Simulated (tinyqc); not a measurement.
Inside a calculation. Model: thin-film transistor with exponential tail and deep states, accumulation layer.

Computed by the program tinyqc: `OMP_NUM_THREADS=1 python tinyqc.py 2610108 2610109 out.jsonl`, one thread of a shared Intel Xeon 2.30GHz, about 0.02 s for the whole run. Printed values are rounded.

An undoped film in accumulation, thicker than the space-charge layer. With band bending psi the Fermi level lies E0 - psi below the band edge. Free electrons n = n0 exp(psi/Vt) carry the current; electrons in two exponential distributions of traps, a = a0 exp(psi/Va) and d = d0 exp(psi/Vp), do not. Linear regime, ohmic contacts, traps in equilibrium.

Inputs (values chosen for the exercise); values close to those of amorphous indium gallium zinc oxide:
- T = 250 K (temperature)
- eps_r = 10 (relative permittivity of the semiconductor)
- Nc = 4.9e18 cm^-3 (density of extended states)
- mb = 23 cm^2/(V s) (band mobility)
- Nt = 4.5e18 cm^-3 (total density of tail states)
- Tt = 390 K (characteristic temperature of the tail)
- Nd = 7e16 cm^-3 (total density of deep states)
- Td = 1400 K (characteristic temperature of the deep states)
- E0 = 0.64 eV (bulk Fermi level below the band edge)
- Ci = 100 nF/cm^2 (gate capacitance)
- WL = 20 (ratio W/L)
- Vd = 0.05 V (drain voltage)
- Vg = 2.8 V (gate voltage above flat band)

Constants: q = 1.602176634e-19 C, kB = 1.380649e-23 J/K, Vt = kB T/q, eps0 = 8.8541878128e-14 F/cm where lengths are in cm. Results are converted to the units shown.

Range of the model: The Fermi level at the surface comes within 2 Vt of the band edge, where the exponential forms for free and trapped electrons fail. The th form assumes a Fermi level far below the band edge; at the surface it overcounts the filled tail by a factor of about 1.8.

## Bulk densities

Va = kB Tt/q, Vp = kB Td/q; n0 = Nc exp(-E0/Vt), a0 = Nt th(T/Tt) exp(-E0/Va), d0 = Nd th(T/Td) exp(-E0/Vp), th(x) = pi x/sin(pi x).

Va = 0.0336076 V
Vp = 0.120643 V
th(T/Tt) = 2.22906
n0 = 6.14277e5 cm^-3
a0 = 5.38181e10 cm^-3
d0 = 3.66626e14 cm^-3

## Iteration 1: surface potential by Newton steps

psi at the start = 0.54 V

Va = kB Tt/q, Vp = kB Td/q. G(psi) = sum over the three kinds of c0 [V (exp(psi/V) - 1) - psi], field F = sqrt(2 q G/(eps0 eps_r)); Vg = psi + eps0 eps_r F/Ci at the surface. f = psi + eps0 eps_r F/Ci - Vg, f' = 1 + q rho/(Ci F) with rho = sum c0 (exp(psi/V) - 1); psi(new) = psi - f/f'.

F = 88.9495 kV/cm
f = -1.47242 V
f' = 11.6429
psi after iteration 1 = 0.666466 V

## Iteration 2: surface potential by Newton steps

As before.

F = 634.472 kV/cm
f = 3.48420 V
f' = 99.1713
psi after iteration 2 = 0.631332 V

## Course of the iteration: surface potential by Newton steps

Stop when psi changes by less than 1e-10 V, or after 30 iterations. psi must stay between 0 and 5 V.

Course of the iteration:
```
iteration   psi (V)  |change| (V)
1          0.666466         0.126
2          0.631332        0.0351
3          0.613303        0.0180
4          0.609762       3.54e-3
5          0.609650       1.12e-4
6          0.609650       1.07e-7
7          0.609650      9.71e-14
```

Converged in 7 iterations. At the end the number of correct digits about doubles with each step.

## Free and total charge, current

psi_s = 0.609650 V

Va = kB Tt/q, Vp = kB Td/q. G(psi) = sum over the three kinds of c0 [V (exp(psi/V) - 1) - psi], field F = sqrt(2 q G/(eps0 eps_r)); Vg = psi + eps0 eps_r F/Ci at the surface. Total charge Q = Ci (Vg - psi_s); free charge Qf = q times the integral of n0 (exp(psi/Vt) - 1)/F over psi from 0 to psi_s; I = (W/L) mb Qf Vd; effective mobility mb Qf/Q.

surface densities (cm^-3): free 1.19775e18, tail 4.06569e18, deep 5.73940e16
Q = 219.035 nC/cm^2
Qf = 24.5072 nC/cm^2
effective mobility = 2.57341 cm^2/(V s)
I = 563.667 nA

11.2 % of the induced charge is free, against 22.5 % of the electrons right at the surface.
